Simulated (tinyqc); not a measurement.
## Gate sheet resistance from two finger widths

Problem. At low frequency R = Rsh Wf/(3 L) + B/Wf, where B collects the channel and vertical terms. Find Rsh, B and the width of lowest R.

Parameters, values chosen for the exercise:
- L = 0.25 um (channel length)

input resistance of single fingers, contacted at one end, of width 1 and 6.8 um (ohm): 604  381.55294

Answer. R Wf is a straight line in Wf^2; the minimum of R lies where both terms are equal.

Rsh = 33.00 ohm/square
B = 560.0 ohm um
width of lowest R = 3.568 um

tinyqc, about 0.01 s, one thread, Intel Xeon 2.30GHz (shared host): `OMP_NUM_THREADS=1 python tinyqc.py 2262152 2262153 out.jsonl`
